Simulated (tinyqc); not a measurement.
Equilibrium and kinetic segregation of a solute to boundaries and growing surfaces: one step, computed by the program tinyqc. Command: `OMP_NUM_THREADS=1 python tinyqc.py 3023643 3023644 out.jsonl segreg walk`. One thread of a shared host (Intel(R) Xeon(R) Processor @ 2.30GHz), about 0.01 s of CPU time with the checks.

Task: Boundary energy. Gibbs adsorption for this isotherm in a dilute matrix: gamma = gamma_0 + Gam_0 [k_B T ln(1 - theta) + z w theta^2/2], Gam_0 = delta/Omega sites per area.

Inputs (values chosen for the exercise, modelled on phosphorus in polycrystalline silicon):
```
quantity                              value        unit
interaction z w (positive attracts)  -0.067          eV
temperature T                          1150           K
boundary thickness delta               0.36          nm
atomic volume Omega                   20.02  angstrom^3
clean boundary energy gamma_0          0.67       J/m^2
```

Isotherm: Fowler-Guggenheim.

coverage theta = 0.03314062

Constants: 1 eV/angstrom^2 = 16.02176634 J/m^2; k_B = 8.617333262e-05 eV/K.

Give: Gam_0; boundary energy gamma.

Result:

Gam_0 = 17.98 1/nm^2

boundary energy gamma = 0.6603 J/m^2

Segregation lowers gamma by 1.5 %, and the driving force of grain growth with it.
